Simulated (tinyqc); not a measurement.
Velocity against field: two-valley model of the transferred-electron effect. Computed by tinyqc, a small Python program. Command: `OMP_NUM_THREADS=1 python tinyqc.py 3006663 3006664 out.jsonl gunn walk`. One thread of a shared host (Intel(R) Xeon(R) Processor @ 2.30GHz), about 0.01 s of CPU time with the checks.

Both kinds of valley share one electron temperature T_e, and each has a constant mobility.

Inputs (values chosen for the exercise, modelled on GaN):

| quantity | value | unit |
|---|---|---|
| central-valley mass m1 | 0.19 | m_0 |
| satellite-valley mass m2 | 0.49 | m_0 |
| satellite valleys Z | 6 | - |
| valley separation dE | 1.2 | eV |
| central-valley mobility mu1 | 1100 | cm^2/(V s) |
| satellite-valley mobility mu2 | 54 | cm^2/(V s) |
| energy relaxation time tau_E | 0.09 | ps |
| lattice temperature T | 100 | K |
| electric field F | 62 | kV/cm |

Solver: bisection.

Constants: k_B = 8.617333262e-05 eV/K.

Method. Density-of-states ratio R = Z (m2/m1)^(3/2); n2/n1 = R exp(-dE/(k_B T_e)); mean mobility mu = (mu1 + mu2 n2/n1)/(1 + n2/n1); energy balance e mu F^2 = (3/2) k_B (T_e - T)/tau_E; v = mu F.

low-field mobility = 1100 cm^2/(V s)

R = 24.8493

The curve:

| F (kV/cm) | T_e (K) | share in the satellites (%) | v (1e7 cm/s) | low-field line (1e7 cm/s) |
|---|---|---|---|---|
| 6.2 | 129 | 4.7144e-44 | 0.6820 | 0.682 |
| 16.0 | 296 | 9.3027e-18 | 1.7600 | 1.760 |
| 31.0 | 836 | 1.4502e-04 | 3.4100 | 3.410 |
| 43.0 | 1513 | 2.4917e-01 | 4.7188 | 4.730 |
| 62.0 | 2696 | 1.2431e+01 | 6.0138 | 6.820 |
| 87.0 | 3779 | 3.8418e+01 | 6.0739 | 9.570 |
| 120.0 | 4910 | 5.9302e+01 | 5.7564 | 13.200 |
| 190.0 | 7192 | 7.8188e+01 | 5.3610 | 20.900 |
| 310.0 | 11811 | 8.8430e+01 | 5.4257 | 34.100 |
| 620.0 | 31131 | 9.4078e+01 | 7.1883 | 68.200 |

What does the comparison show, and why?

v falls between 87 and 190 kV/cm, while the share in the slow valleys goes from 38 to 78 %: transfer outruns the rise of the field. With constant mobilities n2/n1 tends to R and v ends on the line (mu1 + R mu2) F/(1 + R), a mobility of 94.5; real satellites saturate instead. Rows with T_e above 3000 K lie outside the range of a Maxwellian in parabolic valleys.

Extremes, crossings and ranges named in words are read from the listed rows.
